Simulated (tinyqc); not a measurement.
Inside a calculation. Method: UHF in the sto-6g basis, for H4, spin multiplicity 3. Computed by tinyqc, a small Python program that keeps every step (integrals from PySCF). Settings: charge = 0, multiplicity = 3, basis = sto-6g, energy threshold = 1e-09, iteration cap = 65, orthogonalisation = symmetric, start = random, DIIS depth = 6, method = UHF. Command: `OMP_NUM_THREADS=1 python tinyqc.py 21730 21731 out.jsonl` (the two numbers bound the seeds that draw the settings). One thread of a shared host (Intel(R) Xeon(R) Processor @ 2.60GHz), about 0.1 s of CPU time with the checks. Later iterations appear only in the table of the cycle.

## One-electron integrals

Geometry (angstrom):
```
atom        x        y        z
H     0.00000  0.00000  0.00000
H     0.00000  0.00000  1.05900
H     0.00000  2.32500  0.00000
H     0.00000  2.32500  1.05900
```

Basis sto-6g: exponents (1/bohr^2) and contraction coefficients of normalised primitives:
```
element  l (shell)  exponent  coefficient
H            s (1)  35.52322      0.00916
H            s (1)   6.51314      0.04936
H            s (1)   1.82214      0.16854
H            s (1)   0.62596      0.37056
H            s (1)   0.24308      0.41649
H            s (1)   0.10011      0.13033
```

Overlap, kinetic and nuclear-attraction integrals over the contracted functions; the nuclear repulsion is the sum of Za Zb / Rab.

nuclear repulsion = 1.8688545 hartree

overlap S, order 1H 1s, 2H 1s, 3H 1s, 4H 1s:
$$\begin{pmatrix}
1.00000 & 0.46275 & 0.07033 & 0.04757 \\
0.46275 & 1.00000 & 0.04757 & 0.07033 \\
0.07033 & 0.04757 & 1.00000 & 0.46275 \\
0.04757 & 0.07033 & 0.46275 & 1.00000
\end{pmatrix}$$

kinetic energy T (hartree), order 1H 1s, 2H 1s, 3H 1s, 4H 1s:
$$\begin{pmatrix}
0.76852 & 0.09187 & -0.01144 & -0.00957 \\
0.09187 & 0.76852 & -0.00957 & -0.01144 \\
-0.01144 & -0.00957 & 0.76852 & 0.09187 \\
-0.00957 & -0.01144 & 0.09187 & 0.76852
\end{pmatrix}$$

nuclear attraction V (hartree), order 1H 1s, 2H 1s, 3H 1s, 4H 1s:
$$\begin{pmatrix}
-2.16179 & -0.92643 & -0.11641 & -0.08096 \\
-0.92643 & -2.16179 & -0.08096 & -0.11641 \\
-0.11641 & -0.08096 & -2.16179 & -0.92643 \\
-0.08096 & -0.11641 & -0.92643 & -2.16179
\end{pmatrix}$$

core Hamiltonian H = T + V (hartree), order 1H 1s, 2H 1s, 3H 1s, 4H 1s:
$$\begin{pmatrix}
-1.39327 & -0.83456 & -0.12785 & -0.09053 \\
-0.83456 & -1.39327 & -0.09053 & -0.12785 \\
-0.12785 & -0.09053 & -1.39327 & -0.83456 \\
-0.09053 & -0.12785 & -0.83456 & -1.39327
\end{pmatrix}$$

## Two-electron integrals

Functions are numbered as in S; the eight-fold symmetry (ij|kl) = (ji|kl) = (kl|ij) leaves the list below.

Two-electron integrals (ij|kl) in chemists' order, unique and non-zero (hartree):
```
(11|11) 0.77500   (21|11) 0.28313   (21|21) 0.13505   (22|11) 0.45925
(22|21) 0.28313   (22|22) 0.77500   (31|11) 0.03005   (31|21) 0.01248
(31|22) 0.02307   (31|31) 0.00235   (32|11) 0.01773   (32|21) 0.00877
(32|22) 0.01921   (32|31) 0.00145   (32|32) 0.00103   (33|11) 0.22736
(33|21) 0.10214   (33|22) 0.20703   (33|31) 0.03005   (33|32) 0.01921
(33|33) 0.77500   (41|11) 0.01921   (41|21) 0.00877   (41|22) 0.01773
(41|31) 0.00145   (41|32) 0.00101   (41|33) 0.01773   (41|41) 0.00103
(42|11) 0.02307   (42|21) 0.01248   (42|22) 0.03005   (42|31) 0.00183
(42|32) 0.00145   (42|33) 0.02307   (42|41) 0.00145   (42|42) 0.00235
(43|11) 0.10214   (43|21) 0.04815   (43|22) 0.10214   (43|31) 0.01248
(43|32) 0.00877   (43|33) 0.28313   (43|41) 0.00877   (43|42) 0.01248
(43|43) 0.13505   (44|11) 0.20703   (44|21) 0.10214   (44|22) 0.22736
(44|31) 0.02307   (44|32) 0.01773   (44|33) 0.45925   (44|41) 0.01921
(44|42) 0.03005   (44|43) 0.28313   (44|44) 0.77500
```

## Orthogonalisation

S = U s U^T; symmetric (Loewdin) form X = U s^(-1/2) U^T, so that X^T S X = 1.

eigenvalues of S: [0.51449, 0.56002, 1.34485, 1.58065]

X, order 1H 1s, 2H 1s, 3H 1s, 4H 1s:
$$\begin{pmatrix}
1.09704 & -0.26818 & -0.03120 & -0.00226 \\
-0.26818 & 1.09704 & -0.00226 & -0.03120 \\
-0.03120 & -0.00226 & 1.09704 & -0.26818 \\
-0.00226 & -0.03120 & -0.26818 & 1.09704
\end{pmatrix}$$

## Starting guess

The start is random orthonormal orbitals; D(s) = C_occ C_occ^T for each spin.

D(alpha) at the start, order 1H 1s, 2H 1s, 3H 1s, 4H 1s:
$$\begin{pmatrix}
0.72919 & -0.17651 & -0.55624 & -0.04601 \\
-0.17651 & 0.96654 & 0.37974 & -0.02376 \\
-0.55624 & 0.37974 & 0.83941 & -0.63991 \\
-0.04601 & -0.02376 & -0.63991 & 1.27029
\end{pmatrix}$$

D(beta) at the start, order 1H 1s, 2H 1s, 3H 1s, 4H 1s:
$$\begin{pmatrix}
0.05239 & -0.22430 & -0.08876 & -0.00929 \\
-0.22430 & 0.96024 & 0.37998 & 0.03978 \\
-0.08876 & 0.37998 & 0.15037 & 0.01574 \\
-0.00929 & 0.03978 & 0.01574 & 0.00165
\end{pmatrix}$$

## Iteration 1: building the Fock matrix

J_ij = sum D_kl (ij|kl) with D = D(alpha) + D(beta), K_ij = sum D_kl (ik|jl) for each spin; F = H + J - K(s); E = tr D H + tr D J / 2 - 0.5 sum_s tr D(s) K(s) + E_nn.

Coulomb J (hartree), order 1H 1s, 2H 1s, 3H 1s, 4H 1s:
$$\begin{pmatrix}
1.61129 & 0.82613 & 0.10052 & 0.07276 \\
0.82613 & 1.99024 & 0.07406 & 0.11117 \\
0.10052 & 0.07406 & 1.48170 & 0.70647 \\
0.07276 & 0.11117 & 0.70647 & 1.60088
\end{pmatrix}$$

exchange K(alpha) (hartree), order 1H 1s, 2H 1s, 3H 1s, 4H 1s:
$$\begin{pmatrix}
0.57099 & 0.36957 & -0.05228 & -0.01575 \\
0.36957 & 0.75184 & 0.05026 & 0.05807 \\
-0.05228 & 0.05026 & 0.44153 & 0.21209 \\
-0.01575 & 0.05807 & 0.21209 & 0.73451
\end{pmatrix}$$

exchange K(beta) (hartree), order 1H 1s, 2H 1s, 3H 1s, 4H 1s:
$$\begin{pmatrix}
0.04816 & 0.16400 & 0.02820 & 0.02024 \\
0.16400 & 0.63965 & 0.08888 & 0.06755 \\
0.02820 & 0.08888 & 0.13586 & 0.06356 \\
0.02024 & 0.06755 & 0.06356 & 0.04212
\end{pmatrix}$$

F(alpha) (hartree), order 1H 1s, 2H 1s, 3H 1s, 4H 1s:
$$\begin{pmatrix}
-0.35297 & -0.37801 & 0.02495 & -0.00203 \\
-0.37801 & -0.15487 & -0.06673 & -0.07476 \\
0.02495 & -0.06673 & -0.35310 & -0.34019 \\
-0.00203 & -0.07476 & -0.34019 & -0.52690
\end{pmatrix}$$

F(beta) (hartree), order 1H 1s, 2H 1s, 3H 1s, 4H 1s:
$$\begin{pmatrix}
0.16986 & -0.17243 & -0.05553 & -0.03801 \\
-0.17243 & -0.04267 & -0.10536 & -0.08424 \\
-0.05553 & -0.10536 & -0.04743 & -0.19165 \\
-0.03801 & -0.08424 & -0.19165 & 0.16549
\end{pmatrix}$$

total energy of this density = -1.1826553 hartree

## Iteration 1: diagonalisation and new density

Diagonalise F' = X^T F X, C = X C', fill 3 alpha and 1 beta electrons from the bottom; D(s) = C_occ C_occ^T. Each column has its largest component positive (the first on a tie).

F' = X^T F X (alpha) (hartree):
$$\begin{pmatrix}
-0.21681 & -0.33108 & 0.06442 & 0.02942 \\
-0.33108 & 0.01554 & -0.04776 & -0.04935 \\
0.06442 & -0.04776 & -0.26458 & -0.17336 \\
0.02942 & -0.04935 & -0.17336 & -0.45551
\end{pmatrix}$$

orbital energies (alpha) (hartree): MO1 -0.56818, MO2 -0.45274, MO3 -0.16328, MO4 0.26283

coefficients C (alpha), order 1H 1s, 2H 1s, 3H 1s, 4H 1s:
$$\begin{pmatrix}
-0.16691 & 0.73107 & -0.03668 & -0.84423 \\
0.05290 & 0.41560 & 0.13634 & 1.04033 \\
0.34344 & -0.08800 & 1.06697 & -0.11081 \\
0.78860 & 0.10690 & -0.80079 & -0.04250
\end{pmatrix}$$

F' = X^T F X (beta) (hartree):
$$\begin{pmatrix}
0.30487 & -0.25352 & -0.03703 & -0.00166 \\
-0.25352 & 0.06804 & -0.07318 & -0.06956 \\
-0.03703 & -0.07318 & 0.07132 & -0.27533 \\
-0.00166 & -0.06956 & -0.27533 & 0.31258
\end{pmatrix}$$

orbital energies (beta) (hartree): MO1 -0.20279, MO2 -0.00050, MO3 0.45146, MO4 0.50865

coefficients C (beta), order 1H 1s, 2H 1s, 3H 1s, 4H 1s:
$$\begin{pmatrix}
0.19469 & 0.32604 & 0.89589 & 0.57408 \\
0.53937 & 0.55618 & -0.68018 & -0.46206 \\
0.54985 & -0.54160 & 0.44696 & -0.69351 \\
0.26350 & -0.26780 & -0.53652 & 0.92054
\end{pmatrix}$$

D(alpha) after iteration 1, order 1H 1s, 2H 1s, 3H 1s, 4H 1s:
$$\begin{pmatrix}
0.56367 & 0.29000 & -0.16079 & -0.02410 \\
0.29000 & 0.19411 & 0.12706 & -0.02303 \\
-0.16079 & 0.12706 & 1.26411 & -0.59298 \\
-0.02410 & -0.02303 & -0.59298 & 1.27459
\end{pmatrix}$$

D(beta) after iteration 1, order 1H 1s, 2H 1s, 3H 1s, 4H 1s:
$$\begin{pmatrix}
0.03790 & 0.10501 & 0.10705 & 0.05130 \\
0.10501 & 0.29092 & 0.29657 & 0.14212 \\
0.10705 & 0.29657 & 0.30233 & 0.14488 \\
0.05130 & 0.14212 & 0.14488 & 0.06943
\end{pmatrix}$$

## Iteration 2: building the Fock matrix

As before.

Coulomb J (hartree), order 1H 1s, 2H 1s, 3H 1s, 4H 1s:
$$\begin{pmatrix}
1.47384 & 0.67800 & 0.10751 & 0.07391 \\
0.67800 & 1.43610 & 0.07408 & 0.10533 \\
0.10751 & 0.07408 & 1.91487 & 0.86158 \\
0.07391 & 0.10533 & 0.86158 & 1.84351
\end{pmatrix}$$

exchange K(alpha) (hartree), order 1H 1s, 2H 1s, 3H 1s, 4H 1s:
$$\begin{pmatrix}
0.62202 & 0.38663 & 0.03124 & 0.02614 \\
0.38663 & 0.39342 & 0.04748 & 0.04848 \\
0.03124 & 0.04748 & 0.81262 & 0.36603 \\
0.02614 & 0.04848 & 0.36603 & 0.82266
\end{pmatrix}$$

exchange K(beta) (hartree), order 1H 1s, 2H 1s, 3H 1s, 4H 1s:
$$\begin{pmatrix}
0.14763 & 0.17506 & 0.08855 & 0.06873 \\
0.17506 & 0.31403 & 0.11077 & 0.09531 \\
0.08855 & 0.11077 & 0.34802 & 0.21074 \\
0.06873 & 0.09531 & 0.21074 & 0.19750
\end{pmatrix}$$

F(alpha) (hartree), order 1H 1s, 2H 1s, 3H 1s, 4H 1s:
$$\begin{pmatrix}
-0.54145 & -0.54319 & -0.05159 & -0.04277 \\
-0.54319 & -0.35060 & -0.06393 & -0.07100 \\
-0.05159 & -0.06393 & -0.29101 & -0.33901 \\
-0.04277 & -0.07100 & -0.33901 & -0.37242
\end{pmatrix}$$

F(beta) (hartree), order 1H 1s, 2H 1s, 3H 1s, 4H 1s:
$$\begin{pmatrix}
-0.06706 & -0.33162 & -0.10889 & -0.08536 \\
-0.33162 & -0.27120 & -0.12723 & -0.11783 \\
-0.10889 & -0.12723 & 0.17359 & -0.18373 \\
-0.08536 & -0.11783 & -0.18373 & 0.25274
\end{pmatrix}$$

total energy of this density = -1.6197124 hartree

## Iteration 2: DIIS over 2 matrices

error matrix X^T (FDS - SDF) X (alpha):
$$\begin{pmatrix}
0.00000 & 0.03096 & -0.03194 & -0.01117 \\
-0.03096 & 0.00000 & 0.03781 & 0.01303 \\
0.03194 & -0.03781 & 0.00000 & 0.00020 \\
0.01117 & -0.01303 & -0.00020 & 0.00000
\end{pmatrix}$$

B (overlaps of the stored error matrices):
$$\begin{pmatrix}
3.9747574e-01 & 3.3319878e-02 \\
3.3319878e-02 & 1.1083354e-01
\end{pmatrix}$$

Minimise |sum c_i e_i|^2 with sum c_i = 1: solve [B -1; -1 0][c; lambda] = [0; -1] with B_ij = tr e_i^T e_j summed over both spins, and take F = sum c_i F_i.

DIIS coefficients: [0.17550, 0.82450]

extrapolated F(alpha) (hartree), order 1H 1s, 2H 1s, 3H 1s, 4H 1s:
$$\begin{pmatrix}
-0.50837 & -0.51420 & -0.03816 & -0.03562 \\
-0.51420 & -0.31625 & -0.06442 & -0.07166 \\
-0.03816 & -0.06442 & -0.30191 & -0.33922 \\
-0.03562 & -0.07166 & -0.33922 & -0.39953
\end{pmatrix}$$

extrapolated F(beta) (hartree), order 1H 1s, 2H 1s, 3H 1s, 4H 1s:
$$\begin{pmatrix}
-0.02548 & -0.30368 & -0.09953 & -0.07705 \\
-0.30368 & -0.23109 & -0.12339 & -0.11194 \\
-0.09953 & -0.12339 & 0.13480 & -0.18512 \\
-0.07705 & -0.11194 & -0.18512 & 0.23743
\end{pmatrix}$$

## Iteration 2: diagonalisation and new density

As before.

F' = X^T F X (alpha) (hartree):
$$\begin{pmatrix}
-0.33072 & -0.41087 & 0.00059 & 0.01051 \\
-0.41087 & -0.11045 & -0.02520 & -0.04065 \\
0.00059 & -0.02520 & -0.19080 & -0.22412 \\
0.01051 & -0.04065 & -0.22412 & -0.29937
\end{pmatrix}$$

orbital energies (alpha) (hartree): MO1 -0.64882, MO2 -0.47553, MO3 -0.01476, MO4 0.20777

coefficients C (alpha), order 1H 1s, 2H 1s, 3H 1s, 4H 1s:
$$\begin{pmatrix}
0.69286 & -0.16658 & 0.00609 & -0.87667 \\
0.45462 & -0.01943 & -0.02025 & 1.03389 \\
0.03651 & 0.46562 & 1.02843 & 0.02423 \\
0.06639 & 0.69180 & -0.88526 & -0.09857
\end{pmatrix}$$

F' = X^T F X (beta) (hartree):
$$\begin{pmatrix}
0.13651 & -0.30650 & -0.07559 & -0.02442 \\
-0.30650 & -0.09419 & -0.07347 & -0.08606 \\
-0.07559 & -0.07347 & 0.29416 & -0.34043 \\
-0.02442 & -0.08606 & -0.34043 & 0.40996
\end{pmatrix}$$

orbital energies (beta) (hartree): MO1 -0.35562, MO2 0.05600, MO3 0.34516, MO4 0.70090

coefficients C (beta), order 1H 1s, 2H 1s, 3H 1s, 4H 1s:
$$\begin{pmatrix}
0.36857 & -0.17413 & 1.04635 & 0.12399 \\
0.69681 & -0.27130 & -0.84039 & -0.10478 \\
0.21344 & 0.62961 & 0.07323 & -0.91053 \\
0.14690 & 0.48254 & -0.07961 & 1.00778
\end{pmatrix}$$

D(alpha) after iteration 2, order 1H 1s, 2H 1s, 3H 1s, 4H 1s:
$$\begin{pmatrix}
0.50784 & 0.31810 & -0.04600 & -0.07463 \\
0.31810 & 0.20747 & -0.01327 & 0.03467 \\
-0.04600 & -0.01327 & 1.27580 & -0.58589 \\
-0.07463 & 0.03467 & -0.58589 & 1.26668
\end{pmatrix}$$

D(beta) after iteration 2, order 1H 1s, 2H 1s, 3H 1s, 4H 1s:
$$\begin{pmatrix}
0.13584 & 0.25682 & 0.07867 & 0.05414 \\
0.25682 & 0.48555 & 0.14873 & 0.10236 \\
0.07867 & 0.14873 & 0.04556 & 0.03136 \\
0.05414 & 0.10236 & 0.03136 & 0.02158
\end{pmatrix}$$

## Iteration 11 (converged): orbitals

converged F(alpha) (hartree), order 1H 1s, 2H 1s, 3H 1s, 4H 1s:
$$\begin{pmatrix}
-0.23860 & -0.45742 & -0.06729 & -0.04466 \\
-0.45742 & -0.23860 & -0.04466 & -0.06729 \\
-0.06729 & -0.04466 & -0.54376 & -0.43919 \\
-0.04466 & -0.06729 & -0.43919 & -0.54376
\end{pmatrix}$$

converged F(beta) (hartree), order 1H 1s, 2H 1s, 3H 1s, 4H 1s:
$$\begin{pmatrix}
-0.23211 & -0.45452 & -0.05299 & -0.04583 \\
-0.45452 & -0.23211 & -0.04583 & -0.05299 \\
-0.05299 & -0.04583 & 0.27499 & -0.07233 \\
-0.04583 & -0.05299 & -0.07233 & 0.27499
\end{pmatrix}$$

As before.

F' = X^T F X (alpha) (hartree):
$$\begin{pmatrix}
-0.03176 & -0.44130 & -0.03859 & 0.00811 \\
-0.44130 & -0.03176 & 0.00811 & -0.03859 \\
-0.03859 & 0.00811 & -0.43139 & -0.23846 \\
0.00811 & -0.03859 & -0.23846 & -0.43139
\end{pmatrix}$$

orbital energies (alpha) (hartree): MO1 -0.67447, MO2 -0.46845, MO3 -0.19653, MO4 0.41314

coefficients C (alpha), order 1H 1s, 2H 1s, 3H 1s, 4H 1s:
$$\begin{pmatrix}
0.06428 & 0.58303 & 0.05376 & -0.96408 \\
0.06428 & 0.58303 & -0.05376 & 0.96408 \\
0.57595 & -0.11107 & 0.96093 & 0.09457 \\
0.57595 & -0.11107 & -0.96093 & -0.09457
\end{pmatrix}$$

F' = X^T F X (beta) (hartree):
$$\begin{pmatrix}
-0.02530 & -0.44070 & -0.04522 & -0.00935 \\
-0.44070 & -0.02530 & -0.00935 & -0.04522 \\
-0.04522 & -0.00935 & 0.39602 & -0.25207 \\
-0.00935 & -0.04522 & -0.25207 & 0.39602
\end{pmatrix}$$

orbital energies (beta) (hartree): MO1 -0.47085, MO2 0.14879, MO3 0.41000, MO4 0.65349

coefficients C (beta), order 1H 1s, 2H 1s, 3H 1s, 4H 1s:
$$\begin{pmatrix}
0.58170 & -0.07539 & 0.95154 & -0.16405 \\
0.58170 & -0.07539 & -0.95153 & 0.16405 \\
0.02826 & 0.58588 & 0.12358 & 0.95763 \\
0.02826 & 0.58588 & -0.12358 & -0.95763
\end{pmatrix}$$

D(alpha) after iteration 11, order 1H 1s, 2H 1s, 3H 1s, 4H 1s:
$$\begin{pmatrix}
0.34695 & 0.34117 & 0.02393 & -0.07939 \\
0.34117 & 0.34695 & -0.07939 & 0.02393 \\
0.02393 & -0.07939 & 1.26745 & -0.57933 \\
-0.07939 & 0.02393 & -0.57933 & 1.26745
\end{pmatrix}$$

D(beta) after iteration 11, order 1H 1s, 2H 1s, 3H 1s, 4H 1s:
$$\begin{pmatrix}
0.33837 & 0.33837 & 0.01644 & 0.01644 \\
0.33837 & 0.33838 & 0.01644 & 0.01644 \\
0.01644 & 0.01644 & 0.00080 & 0.00080 \\
0.01644 & 0.01644 & 0.00080 & 0.00080
\end{pmatrix}$$

## Convergence

Stop when the energy changes by less than 1e-09 hartree and every element of the error matrix X^T (F D S - S D F) X (for each spin) is below 9e-06.

Course of the cycle:
```
iteration  E (hartree)     change  largest element of the error matrix
1           -1.1826553          -                             2.26e-01
2           -1.6197124  -4.37e-01                             1.58e-01
3           -1.8041870  -1.84e-01                             7.37e-02
4           -1.8386327  -3.44e-02                             1.68e-02
5           -1.8392949  -6.62e-04                             1.01e-02
6           -1.8399338  -6.39e-04                             8.03e-03
7           -1.8412657  -1.33e-03                             2.07e-03
8           -1.8413614  -9.57e-05                             1.86e-04
9           -1.8413624  -1.02e-06                             4.47e-05
10          -1.8413625  -5.07e-08                             3.86e-06
11          -1.8413625  -4.03e-10                             1.61e-07
```

PySCF UHF in the same basis, after a stability check = -1.8413625 hartree

Converged in 11 iterations.

## Populations, bond orders and dipole

Mulliken: Z minus the diagonal of D S on the atom; Loewdin: the same with S^(1/2) D S^(1/2); Mayer order: 2 sum_s sum (D(s) S)_ij (D(s) S)_ji over the two atoms.

Charges (e):
```
atom  Mulliken   Loewdin  Mulliken spin
1H     0.00038   0.00096        0.00584
2H     0.00038   0.00096        0.00583
3H    -0.00038  -0.00096        0.99417
4H    -0.00038  -0.00096        0.99417
```

Mayer bond orders:
```
pair     order
2-1    0.98836
3-1    0.00580
3-2    0.00580
4-1    0.00580
4-2    0.00580
4-3   3.42e-05
```

dipole moment about the origin, x y z (debye): [0.00000, -0.00842, 0.00000]

<S^2> of the determinant (pure state: 2) = 2.00000
